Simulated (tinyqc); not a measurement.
From one set of inputs to another, one input at a time: switching kinetics of a ferroelectric film and the memory window of a ferroelectric gate stack. Computed by tinyqc, a small Python program. Command: `OMP_NUM_THREADS=1 python tinyqc.py 3020724 3020725 out.jsonl feswitch ladder`. One thread of a shared host (Intel(R) Xeon(R) Processor @ 2.30GHz), about 0.04 s of CPU time with the checks.

Fields in MV/cm; 1 microcoulomb/cm^2 over eps_0 is 11.29409 MV/cm. In the stack (metal, ferroelectric, interlayer, channel) the channel is taken as a conductor.

The inputs printed are set A. Inputs not listed in the table keep their values of set A, so the rows need not describe a real material.

Inputs (values chosen for the exercise, for a model film):

| quantity | value | unit |
|---|---|---|
| saturation polarisation P_s | 28 | microcoulomb/cm^2 |
| ratio P_r/P_s | 0.79 | - |
| coercive field E_c | 1.6 | MV/cm |
| permittivity of the ferroelectric eps_F | 28 | - |
| thickness t_F | 9.2 | nm |
| permittivity of the interlayer eps_I | 5.5 | - |
| interlayer thickness t_I | 0.7 | nm |
| share s of P screened by trapped charge | 0.85 | - |
| pulse height V | 5.6 | V |
| time constant t_inf | 1.2e-11 | s |
| activation field E_a | 7.1 | MV/cm |
| Merz exponent alpha | 1 | - |
| dimension n | 2 | - |
| half width w of log10 t | 1 | - |
| pulse length t_p | 3.6e-06 | s |
| breakdown field of the interlayer | 11 | MV/cm |

Kinetics: nucleation-limited (NLS).

Method. Series stack: V = E_F t_F + E_I t_I and eps_I E_I = eps_F E_F + (1 - s) P/eps_0. Before switching P = -P_r, after it P = +P_s; in retention V = 0 and P = +P_r. Merz's law: t1 = t_inf exp[(E_a/E)^alpha] at the mean of the fields before and after switching. NLS: switched share = integral of [1 - exp(-(t/tau)^n)] F(z) dz over z = log10 tau, with the Lorentzian F = (1/pi) w/[(z - log10 t1)^2 + w^2].

Each row keeps all changes above it:

| input moved | from | to | E_I after switching (MV/cm) | E_F after switching (MV/cm) | switching time t1 (s) |
|---|---|---|---|---|---|
| set A | - | - | 28.553 | 3.9145 | 6.1663e-11 |
| pulse height V (V) | 5.6 | 4.9 | 25.761 | 3.3660 | 7.8145e-11 |
| share s of P screened by trapped charge | 0.85 | 0.63 | 34.878 | 2.6723 | 8.1068e-11 |
| thickness t_F (nm) | 9.2 | 7.3 | 37.258 | 3.1397 | 6.1002e-11 |
| saturation polarisation P_s (microcoulomb/cm^2) | 28 | 23 | 34.705 | 3.3845 | 6.0425e-11 |
| permittivity of the ferroelectric eps_F | 28 | 26 | 33.858 | 3.4657 | 5.8179e-11 |
| ratio P_r/P_s | 0.79 | 0.95 | 33.858 | 3.4657 | 5.6362e-11 |
| interlayer thickness t_I (nm) | 0.7 | 1.2 | 27.689 | 2.1607 | 8.0235e-11 |

E_I after switching goes from 28.6 to 27.7, a factor 0.970 in all. The largest single move comes from share s of P screened by trapped charge (a factor 1.35), but it runs against the net change; the largest move in the direction of the net change is interlayer thickness t_I (a factor 0.818). E_F after switching goes from 3.91 to 2.16, a factor 0.552 in all. The largest single move comes from interlayer thickness t_I (a factor 0.623), and thickness t_F works against it (a factor 1.17). Switching time t1 goes from 6.17e-11 to 8.02e-11, a factor 1.30 in all. The largest single move comes from interlayer thickness t_I (a factor 1.42), and thickness t_F works against it (a factor 0.752). The single moves hold for this order of the switches; the total does not depend on the order.

Caution (all rows): the interlayer field exceeds its breakdown field, so charge injection would change the fields. Caution (rows share s of P screened by trapped charge, thickness t_F, ratio P_r/P_s, interlayer thickness t_I): the field changes much during switching, so one mean field is a crude stand-in.

Extremes, crossings and ranges named in words are read from the listed rows.
